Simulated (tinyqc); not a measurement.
## Ballistic Schottky-barrier transistor with a two-dimensional channel, WKB contacts: ambipolar transfer curve

Source Fermi level 0, drain Fermi level -Vd. Far from the contacts Ec = pn - psi, and the gate moves psi one to one; the band edges relax as exp(-x/lam) from pn at the source and pn - Vd at the drain; Ev = Ec - Eg. A carrier of energy w inside the channel band meets at a contact a barrier of height D (the contact edge beyond the channel edge): T = 1 for w >= D, else exp(-S), S = 4 lam sqrt(m/C) [sqrt(D - w) - sqrt(w) arctan sqrt((D - w)/w)], C = hbar^2/(2 m0). The two contacts combine as Ts Td/(Ts + Td - Ts Td).

I/W = g (2 q^2/h) int T(w) [N(Es + w) - N(Ed + w)] dw with w the energy of motion along the channel, N(y) = (1/2 pi) sqrt(pi m kB T/C) Fm(-y/kB T), Fm(x) = (1/sqrt(pi)) int_0^infinity u^(-1/2)/(1 + exp(u - x)) du. Electrons: Ds = psi, Dd = psi - Vd, Es = Ec, Ed = Ec + Vd. Holes: Ds = -psi, Dd = Vd - psi, Es = -Ev, Ed = -Ev - Vd. The size of each current is taken; both flow from drain to source and add. The integrals are converged. Swing = d(psi)/d(log10 I).

Inputs (values chosen for the exercise); channel values close to those of a molybdenum disulphide layer:
- T = 300 K (temperature)
- Eg = 1.7 eV (band gap)
- pn = 0.19 eV (barrier for electrons at both contacts)
- mn = 0.47 m0 (electron mass)
- mp = 0.62 m0 (hole mass)
- g = 2 (valleys or subbands)
- lam = 1.9 nm (screening length at the contacts)
- Vd = 0.5 V (drain bias)

Constants: q = 1.602176634e-19 C, kB = 1.380649e-23 J/K, hbar = 1.054571817e-34 J s, h = 6.62607015e-34 J s, m0 = 9.1093837015e-31 kg, Vt = kB T/q, hbar^2/(2 m0) = 0.0380998212 eV nm^2. Results are converted to the units shown.

Ambipolar transfer curve:
```
ps (V)	electrons (uA/um)	holes (uA/um)	I (uA/um)	swing (mV/decade)
-1.21	1.932e-21	4.076e-6	4.076e-6	-99.09
-1.07	4.344e-19	1.157e-7	1.157e-7	-85.41
-0.93	9.767e-17	2.596e-9	2.596e-9	-85.26
-0.79	2.196e-14	6.128e-11	6.131e-11	-86.97
-0.65	4.938e-12	1.562e-12	6.500e-12	99.42
-0.5	1.635e-9	3.383e-14	1.635e-9	59.53
-0.36	3.676e-7	1.055e-15	3.676e-7	59.53
-0.22	8.265e-5	3.730e-17	8.265e-5	59.53
-0.08	0.01858	1.539e-18	0.01858	59.53
0.06	1.289	7.708e-20	1.289	137.3
0.2	13.99	4.952e-21	13.99	135.1
0.34	105.0	4.346e-22	105.0	205.1
```

Read the table: what changes, and by how much?

I goes from 4.08e-6 through a minimum of 6.50e-12 (at ps = -0.65 V among the rows listed) to 105 uA/um; the exact minimum lies at psi = -0.674 V. Holes carry the left branch and electrons the right. The ratio of the last row to the smallest is 1.61e13 and of the first row 6.27e5, with barriers of 0.19 eV for electrons and 1.51 eV for holes. The steepest swing among the rows is 59.5 mV/decade, against the thermionic limit 59.5.

Range of the model: No scattering, image-force lowering, channel charge or band-to-band tunnelling; parabolic kappa overstates S deep in the gap.

tinyqc, about 0.2 s, one thread, Intel Xeon 2.30GHz (shared host): `OMP_NUM_THREADS=1 python tinyqc.py 2390125 2390126 out.jsonl`
